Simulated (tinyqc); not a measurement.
Gate sweep: ballistic transport through the one-dimensional subbands of a rectangular nanowire or nanosheet channel. Computed by tinyqc, a small Python program. Command: `OMP_NUM_THREADS=1 python tinyqc.py 3004192 3004193 out.jsonl wire walk`. One thread of a shared host (Intel(R) Xeon(R) Processor @ 2.30GHz), about 0.02 s of CPU time with the checks.

Hard walls, parabolic subbands, transport along x. Energies are counted from the bulk conduction band edge at the top of the barrier, which the gate pulls down by U; the source Fermi level lies at the bulk edge when U = 0.

Inputs (values chosen for the exercise, modelled on silicon):

| quantity | value | unit |
|---|---|---|
| light mass m_t | 0.18 | m_0 |
| heavy mass m_l | 0.918 | m_0 |
| height a | 3.7 | nm |
| width b | 6.2 | nm |
| equivalent oxide thickness t | 1.5 | nm |
| drain voltage V_D | 0.01 | V |
| temperature T | 300 | K |

Valleys: silicon [100] wire.

Constants: hbar^2/(2 m_0) = 3.80998212 eV angstrom^2; k_B = 8.617333262e-05 eV/K; m_0 = 9.1093837015e-31 kg; k_B = 1.380649e-23 J/K; hbar = 1.054571817e-34 J s; eps_0 = 8.8541878128e-12 F/m; e = 1.602176634e-19 C; h = 6.62607015e-34 J s.

Method:
- E_pq = (hbar^2 pi^2/2)(p^2/(m_y b^2) + q^2/(m_z a^2)); valley pairs: (m_x, m_y, m_z) = (m_t, m_t, m_l), (m_t, m_l, m_t), (m_l, m_t, m_t), each with degeneracy g = 2; the 10 lowest subbands are kept.
- F_j(eta) = (1/Gamma(j + 1)) int_0^infinity x^j/(1 + exp(x - eta)) dx, F_0 = ln(1 + exp(eta)). Integrals over x = E/(k_B T) use 160 Gauss-Legendre points in u = sqrt(x) from 0 to sqrt(max(eta, 0) + 32).
- With degeneracy g = 2, eta_i = (U - E_i)/(k_B T) and u = e V_D/(k_B T): line density n = sum_i g sqrt(2 m_x k_B T/pi)/(2 hbar) [F_-1/2(eta_i) + F_-1/2(eta_i - u)]; gate: e n = C_ox (V_G - U/e), C_ox = 3.9 eps_0 2 (a + b)/t (flat-plate estimate); I = (2 e k_B T/h) sum_i g [F_0(eta_i) - F_0(eta_i - u)].
- Open modes are sum_i g/(1 + exp(-eta_i)). The last column is e dn/dV_G over C_ox, taken up to the next row.

Subbands:

| valley axis | p | q | E (meV) | m_x (m_0) |
|---|---|---|---|---|
| z | 1 | 1 | 84.267 | 0.180 |
| y | 1 | 1 | 163.253 | 0.180 |
| z | 1 | 2 | 174.030 | 0.180 |
| y | 2 | 1 | 195.221 | 0.180 |
| x | 1 | 1 | 206.943 | 0.918 |
| z | 2 | 1 | 247.305 | 0.180 |
| y | 3 | 1 | 248.502 | 0.180 |
| y | 4 | 1 | 323.094 | 0.180 |
| z | 1 | 3 | 323.635 | 0.180 |
| z | 2 | 2 | 337.068 | 0.180 |

Against the gate voltage:

| V_G (V) | U (meV) | n (1/nm) | I (microampere) | open modes | C_g/C_ox |
|---|---|---|---|---|---|
| -0.2200 | -2.2000e+02 | 2.8567e-06 | 1.0979e-05 | 1.7087e-05 | 4.6951e-04 |
| -0.1200 | -1.2005e+02 | 1.3643e-04 | 5.2429e-04 | 8.1592e-04 | 3.8162e-02 |
| 0.0043 | -4.9150e-01 | 1.3632e-02 | 5.1986e-02 | 8.0479e-02 | 4.3300e-01 |
| 0.1300 | 7.0781e+01 | 1.6848e-01 | 5.8805e-01 | 8.6641e-01 | 7.1027e-01 |
| 0.2300 | 9.9754e+01 | 3.7054e-01 | 1.1619e+00 | 1.6494e+00 | 7.9268e-01 |
| 0.3600 | 1.2671e+02 | 6.6371e-01 | 1.8615e+00 | 2.6001e+00 | 8.4553e-01 |
| 0.5000 | 1.4833e+02 | 1.0005e+00 | 2.6241e+00 | 3.6618e+00 | 8.8350e-01 |
| 0.6600 | 1.6697e+02 | 1.4026e+00 | 3.5145e+00 | 4.8909e+00 | 9.0820e-01 |
| 0.8300 | 1.8258e+02 | 1.8419e+00 | 4.4251e+00 | 6.1168e+00 | 9.2288e-01 |
| 1.0000 | 1.9569e+02 | 2.2882e+00 | 5.2679e+00 | 7.2259e+00 | - |

What follows from these numbers?

Between the first two rows the current rises one decade per 60 mV, against the limit ln(10) k_B T/e = 60 mV. Above threshold C_g/C_ox lies between 0.71 and 0.92: the quantum capacitance in series costs a visible part.

Extremes, crossings and ranges named in words are read from the listed rows.
